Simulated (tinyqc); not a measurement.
Bottom-up copper filling of a trench by curvature-enhanced accelerator coverage: one step, computed by the program tinyqc.

A rectangular trench keeps vertical walls and a flat floor. An accelerator floats on the surface; where area is lost in the corners it is passed on to the floor.

Question. Velocities. Kinetic current i_k = [i_0 (1 - theta) + i_1 theta] exp(alpha eta/(k_B T)), limit i_L = 2 F D C/delta, i = 1/(1/i_k + 1/i_L); velocity v = i Omega/(2F), Omega = 7.11 cm^3/mol, F = e N_A. Depletion inside the trench is ignored.

Inputs (values chosen for the exercise, close to those used for damascene copper plating):
```
quantity,value,unit
exchange current of the suppressed surface i_0,0.023,mA/cm^2
exchange current of the accelerated surface i_1,0.89,mA/cm^2
transfer coefficient alpha,0.43,-
overpotential eta,0.19,V
starting coverage theta_0,0.019,-
cupric ion concentration C,0.45,mol/l
diffusivity D,4.7e-06,cm^2/s
boundary layer delta,43,um
temperature T,298,K
```

Constants: e = 1.602176634e-19 C; N_A = 6.02214076e+23 1/mol; k_B = 8.617333262e-05 eV/K.

Give: limiting current i_L; velocity at theta = 0; velocity at theta_0; velocity at theta = 1; ratio v(1)/v(theta_0).

Answer.

limiting current i_L = 94.91 mA/cm^2

velocity at theta = 0 = 0.2029 nm/s

velocity at theta_0 = 0.3468 nm/s

velocity at theta = 1 = 6.442 nm/s

ratio v(1)/v(theta_0) = 18.58
